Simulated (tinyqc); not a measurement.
CCD on RHF in the 6-31g basis, for H2, spin multiplicity 1, step by step. One step of it, computed by the program tinyqc.

Task: Iteration 1: building the Fock matrix. J_ij = sum D_kl (ij|kl), K_ij = sum D_kl (ik|jl); F = H + J - 0.5 K; E = tr D H + tr D J / 2 - 0.25 tr D K + E_nn.

D at the start, order 1H 1s, 1H 2s, 2H 1s, 2H 2s:
$$\begin{pmatrix}
0.271125 & 0.296604 & -0.008544 & 0.003148 \\
0.296604 & 0.325055 & 0.003148 & 0.017131 \\
-0.008544 & 0.003148 & 0.271125 & 0.296604 \\
0.003148 & 0.017131 & 0.296604 & 0.325055
\end{pmatrix}$$

core Hamiltonian H = T + V (hartree), order 1H 1s, 1H 2s, 2H 1s, 2H 2s:
$$\begin{pmatrix}
-0.791099 & -0.828870 & -0.479689 & -0.595961 \\
-0.828870 & -0.862400 & -0.595961 & -0.734703 \\
-0.479689 & -0.595961 & -0.791099 & -0.828870 \\
-0.595961 & -0.734703 & -0.828870 & -0.862400
\end{pmatrix}$$

Two-electron integrals (ij|kl) in chemists' order, unique and non-zero (hartree):
```
(11|11) 1.076566   (21|11) 0.578470   (21|21) 0.329423   (22|11) 0.587396
(22|21) 0.361304   (22|22) 0.453150   (31|11) 0.211511   (31|21) 0.123169
(31|22) 0.139179   (31|31) 0.062960   (32|11) 0.243381   (32|21) 0.151381
(32|22) 0.191828   (32|31) 0.084010   (32|32) 0.130187   (33|11) 0.524199
(33|21) 0.335200   (33|22) 0.444227   (33|31) 0.211511   (33|32) 0.355667
(33|33) 1.076566   (41|11) 0.355667   (41|21) 0.203780   (41|22) 0.225666
(41|31) 0.084010   (41|32) 0.106222   (41|33) 0.243381   (41|41) 0.130187
(42|11) 0.410194   (42|21) 0.254696   (42|22) 0.326303   (42|31) 0.112865
(42|32) 0.166985   (42|33) 0.410194   (42|41) 0.166985   (42|42) 0.257689
(43|11) 0.335200   (43|21) 0.212867   (43|22) 0.281957   (43|31) 0.123169
(43|32) 0.203780   (43|33) 0.578470   (43|41) 0.151381   (43|42) 0.254696
(43|43) 0.329423   (44|11) 0.444227   (44|21) 0.281957   (44|22) 0.380580
(44|31) 0.139179   (44|32) 0.225666   (44|33) 0.587396   (44|41) 0.191828
(44|42) 0.326303   (44|43) 0.361304   (44|44) 0.453150
```

nuclear repulsion = 0.53452244 hartree

Give: Coulomb J; exchange K; Fock matrix F; total energy of this density.

Result:

Coulomb J (hartree), order 1H 1s, 1H 2s, 2H 1s, 2H 2s:
$$\begin{pmatrix}
1.326 & 0.787 & 0.355 & 0.515 \\
0.787 & 0.944 & 0.515 & 0.746 \\
0.355 & 0.515 & 1.326 & 0.787 \\
0.515 & 0.746 & 0.787 & 0.944
\end{pmatrix}$$

exchange K (hartree), order 1H 1s, 1H 2s, 2H 1s, 2H 2s:
$$\begin{pmatrix}
0.858 & 0.696 & 0.434 & 0.550 \\
0.696 & 0.680 & 0.550 & 0.619 \\
0.434 & 0.550 & 0.858 & 0.696 \\
0.550 & 0.619 & 0.696 & 0.680
\end{pmatrix}$$

Fock matrix F (hartree), order 1H 1s, 1H 2s, 2H 1s, 2H 2s:
$$\begin{pmatrix}
0.106 & -0.390 & -0.341 & -0.356 \\
-0.390 & -0.259 & -0.356 & -0.298 \\
-0.341 & -0.356 & 0.106 & -0.390 \\
-0.356 & -0.298 & -0.390 & -0.259
\end{pmatrix}$$

total energy of this density = -0.75531 hartree

This density is the starting one; it is not idempotent, so its energy is not variational and may lie below the converged one.
